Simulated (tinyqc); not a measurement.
## Resistance of a tapered via with liner, size effect and interface: via resistance against the diameter at the bottom

A round via whose diameter grows from db at the bottom as D(z) = db + 2 z/tan(ang). The fill, of diameter D - 2 tl, starts above the bottom liner (thickness fb tl) and has rho = rho0 (1 + ks lam/(D - 2 tl)); the sidewall liner conducts in parallel with it. The bottom liner and the interface are crossed over the full area pi db^2/4. Spreading in the lines above and below is left out.

Slices between z0 = fb tl and hv, evaluated at their midpoints: conductance per length pi/4 [(D - 2 tl)^2/rho + (D^2 - (D - 2 tl)^2)/rl], slice resistance = slice height over that. 2000 slices. R_fill = sum of the slices; R_bottom = rl fb tl/(pi db^2/4); R_interface = ri/(pi db^2/4); ballistic (Sharvin) limit 1/(Sb pi (db - 2 tl)^2/4); ideal cylinder rho0 hv/(pi db^2/4).

Inputs (values chosen for the exercise); fill metal close to copper:
```
symbol   value      unit                                               meaning
hv          46        nm                                                height
ang         88   degrees                                        sidewall angle
rho0      1.63   uohm cm                          bulk resistivity of the fill
lam       39.5        nm                            mean free path of the fill
ks         1.4                                              size-effect factor
tl         2.4        nm                                 liner on the sidewall
fb         0.5                   liner at the bottom over that on the sidewall
rl         550   uohm cm                              resistivity of the liner
ri       8e-13  ohm cm^2                   interface resistivity at the bottom
Sb      1.1e15     S/m^2  ballistic conductance per area, about 3/(4 rho0 lam)
```

Result of one run:
```
R_fill (ohm)	R_bottom (ohm)	R_interface (ohm)	R (ohm)	ballistic limit (ohm)	R over ideal cylinder	largest part
10.35	17.36	0.2105	27.92	3.913	14.16	bottom liner
```

Which diameter at the bottom db gave this result: 8.3, 16, 22, 42 or 80 nm?

db = 22 nm.

The whole series:
```
db (nm)	R_fill (ohm)	R_bottom (ohm)	R_interface (ohm)	R (ohm)	ballistic limit (ohm)	R over ideal cylinder	largest part
8.3	439.1	122.0	1.479	562.6	94.49	40.59	fill
11	125.6	69.45	0.8418	195.9	30.11	24.83	fill
16	30.25	32.83	0.3979	63.48	9.227	17.02	bottom liner
22	10.35	17.36	0.2105	27.92	3.913	14.16	bottom liner
30	3.955	9.337	0.1132	13.41	1.823	12.64	bottom liner
42	1.494	4.764	0.05774	6.316	0.8364	11.67	bottom liner
58	0.6208	2.498	0.03028	3.149	0.4090	11.10	bottom liner
80	0.2707	1.313	0.01592	1.600	0.2047	10.72	bottom liner
```

R falls from 563 to 1.60 ohm. The fill is the largest part at db = 8.3, the bottom liner from 16 on. R goes as db^(-3.74) between the first two rows and db^(-2.11) between the last two; area alone gives -2. For db = 42, 58, 80 the ballistic limit exceeds half of R_fill, so the diffusive model understates R.

Program tinyqc, `OMP_NUM_THREADS=1 python tinyqc.py 2750085 2750086 out.jsonl`; Intel Xeon 2.30GHz, shared host, one thread, about 0.01 s.
